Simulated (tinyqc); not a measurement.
Deep trap from a strong local potential in a two-band host (Koster-Slater model with semi-elliptic bands): one step, computed by the program tinyqc. Command: `OMP_NUM_THREADS=1 python tinyqc.py 3030052 3030053 out.jsonl deeptrap walk`. One thread of a shared host (Intel(R) Xeon(R) Processor @ 2.30GHz), about 0.03 s of CPU time with the checks.

The valence band spans -2 W_v to 0 and the conduction band E_g to E_g + 2 W_c. The orbital at the impurity site has weight f_v in the valence band and 1 - f_v in the conduction band, each spread as a semi-ellipse (2/(pi W^2)) sqrt(W^2 - x^2) about the band centre. The impurity adds U to this orbital. Spin is left out.

Problem. The same problem as a small matrix. Each band is replaced by n levels e_k = centre + W cos(k pi/(n + 1)) with weights w_k = f (2/(n + 1)) sin^2(k pi/(n + 1)), k = 1..n (valence first); H_kl = e_k delta_kl + U sqrt(w_k w_l).

Inputs (values chosen for the exercise, for a model semiconductor): gap E_g = 6.53 eV; half-width of the valence band W_v = 3.1 eV; half-width of the conduction band W_c = 2.2 eV; valence weight f_v of the site orbital = 0.45; impurity potential U = -20.2 eV; levels per band n = 3.

Impurity: attractive, donor-like.

Give: host levels e_k; weights w_k; H.

Solution.

host levels e_k (eV): [-0.91, -3.10, -5.29, 10.29, 8.73, 7.17]

weights w_k: [0.1125, 0.2250, 0.1125, 0.1375, 0.2750, 0.1375]

H (eV):
$$\begin{pmatrix}
-3.180 & -3.214 & -2.272 & -2.512 & -3.553 & -2.512 \\
-3.214 & -7.645 & -3.214 & -3.553 & -5.025 & -3.553 \\
-2.272 & -3.214 & -7.565 & -2.512 & -3.553 & -2.512 \\
-2.512 & -3.553 & -2.512 & 7.508 & -3.928 & -2.777 \\
-3.553 & -5.025 & -3.553 & -3.928 & 3.175 & -3.928 \\
-2.512 & -3.553 & -2.512 & -2.777 & -3.928 & 4.397
\end{pmatrix}$$
